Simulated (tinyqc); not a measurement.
Tight binding, honeycomb lattice, step by step. Computed by tinyqc, a small Python program that keeps every step. Settings: t1 = 1.51, t2 = 0.29, phi = -1.94, delta = 0, points = 5. Command: `OMP_NUM_THREADS=1 python tinyqc.py 28755 28756 out.jsonl` (the two numbers bound the seeds that draw the settings). One thread of a shared host (Intel(R) Xeon(R) Processor @ 2.60GHz), about 0.01 s of CPU time with the checks.

## Bloch Hamiltonian at k

Parameters chosen for this model:
```
parameter,value,unit
t1,1.510000,"eV, nearest"
t2,0.290000,"eV, second neighbours"
phi,-1.940000,"rad, phase of t2 (Haldane)"
delta,0,"eV, +/- on A and B"
```

k point k (fractions of the reciprocal vectors): 0.1100  0.4900

H_AB = -t1 (1 + exp(-i k.a1) + exp(-i k.a2)); H_AA = delta - 2 t2 sum cos(k.b + phi), H_BB = -delta - 2 t2 sum cos(k.b - phi), b = a1, a2 - a1, -a2.

H(k) at k (eV):
```
,A,B
A,-0.8813,-1.1665+1.0573i
B,-1.1665-1.0573i,0.4809
```

## Levels at k

Diagonalise the Hermitian matrix.

eigenvalues (eV): -1.9156  1.5152

weights |c|^2 of the basis functions:
```
,band 1,band 2
A,0.6985,0.3015
B,0.3015,0.6985
```

## Bloch Hamiltonian at K

k point K (fractions of the reciprocal vectors): 0.3333  0.6667

As before.

H(k) at K (eV):
```
,A,B
A,-1.7193,0.0000
B,0.0000,1.0914
```

## Levels at K

As before.

eigenvalues (eV): -1.7193  1.0914

weights |c|^2 of the basis functions:
```
,band 1,band 2
A,1.0000,0.0000
B,0.0000,1.0000
```

## Bands along a path

The same steps at evenly spaced points between the labelled ones.

Bands along the path (eV):
```
k,band 1,band 2
G,-3.9021,5.1579
G-K 0.20,-3.7466,4.7916
G-K 0.40,-3.2826,3.7990
G-K 0.60,-2.5845,2.5046
G-K 0.80,-1.9333,1.4363
K,-1.7193,1.0914
K-M 0.20,-1.7378,1.1338
K-M 0.40,-1.7553,1.2073
K-M 0.60,-1.7486,1.2639
K-M 0.80,-1.7293,1.2927
M,-1.7193,1.3007
M-K' 0.20,-1.7293,1.2927
M-K' 0.40,-1.7486,1.2639
M-K' 0.60,-1.7553,1.2073
M-K' 0.80,-1.7378,1.1338
K',-1.7193,1.0914
```

With 1 band(s) filled, the highest filled level on these points lies at K' and the lowest empty one at K': a gap of 2.8107 eV, direct.

## Chern number of the lower band

On a 5 x 5 mesh, the phase of the product of overlaps around each plaquette (k1 then k2); the sum over 2 pi is an integer.

plaquette phases (rad):
```
,1,2,3,4,5
1,0.0000,0.0318,0.4063,-0.0659,-0.0564
2,0.0318,0.1765,0.6481,0.4202,-0.0659
3,0.4063,0.6481,1.1208,0.6481,0.4063
4,-0.0659,0.4202,0.6481,0.1765,0.0318
5,-0.0564,-0.0659,0.4063,0.0318,0.0000
```

Chern number = 1.0000
